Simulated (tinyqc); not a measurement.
## Square on-chip spiral inductor, lumped pi model: quality factor against frequency

Outer diameter do = di + 2 n wd + 2 (n - 1) sp, mean da = (do + di)/2, fill p = (do - di)/(do + di), length l = 4 n da. L = 2.34 mu0 n^2 da/(1 + 2.75 p), mu0 = 4 pi 1e-7 H/m. Rs = rho l/(wd delta (1 - exp(-th/delta))), delta = sqrt(rho/(pi f mu0)). Cs = n wd^2 eps0 eo/hu across the coil. At each end Cox = l wd eps0 eo/(2 ho) leads to the substrate branch Rsi = 2 rs he/(l wd) in parallel with Csi = l wd eps0 11.7/(2 he). With one end grounded Y = 1/(Rs + i w L) + i w Cs + 1/[1/(i w Cox) + 1/(1/Rsi + i w Csi)], w = 2 pi f; Q = -Im Y/Re Y. Eddy currents in neighbouring turns and in the substrate are left out.

Apparent inductance Im(1/Y)/w; share of the loss Re(substrate branch)/Re Y.

Inputs (values chosen for the exercise); values of the order met in silicon radio-frequency processes: number of turns n = 1.5; line width wd = 8 um; space between turns sp = 1.5 um; inner diameter di = 40 um; metal thickness th = 2 um; metal resistivity rho = 2.2 uohm cm; oxide below the coil ho = 6.9 um; oxide between coil and underpass hu = 0.8 um; relative permittivity of the oxide eo = 3.9; substrate resistivity rs = 20 ohm cm; effective spreading depth in the substrate he = 30 um.

Constants: eps0 = 8.8541878128e-12 F/m. Results are converted to the units shown.

Results:
```
f (GHz)	Rs (ohm)	w L/Rs	Q	apparent inductance (nH)	loss in the substrate (%)
2.2	0.76444	3.7910	3.7884	0.20972	0.028621
6	1.0328	7.6529	7.6083	0.21009	0.35568
9.8	1.2418	10.396	10.244	0.21079	0.89951
16	1.5263	13.809	13.329	0.21268	2.0390
26	1.9054	17.975	16.547	0.21783	4.3033
43	2.4271	23.337	19.067	0.23364	8.8689
70	3.0874	29.867	18.031	0.28804	16.894
110	3.8675	37.466	8.6955	0.63679	28.624
```

Estimate the missing row, f = 3.6 GHz.

Computed row:
```
f (GHz)	Rs (ohm)	w L/Rs	Q	apparent inductance (nH)	loss in the substrate (%)
3.6	0.87488	5.4204	5.4093	0.20982	0.11151
```

With this row back in the table: Q goes from 3.79 through a maximum of 19.1 (at f = 43 GHz among the rows listed) to 8.70; the exact peak is 19.3 at 50.9 GHz and Q reaches zero at the self-resonance, 134 GHz. The share of the substrate rises from 0.0286 to 28.6 %, and the apparent inductance ends at 3.04 times L. At the peak the substrate takes 11.2 % of the loss. For f = 110 the coil is longer than 0.15 of a wavelength in the oxide, where one lumped section is rough.

Program tinyqc, `OMP_NUM_THREADS=1 python tinyqc.py 2302194 2302195 out.jsonl`; Intel Xeon 2.30GHz, shared host, one thread, about 0.01 s.
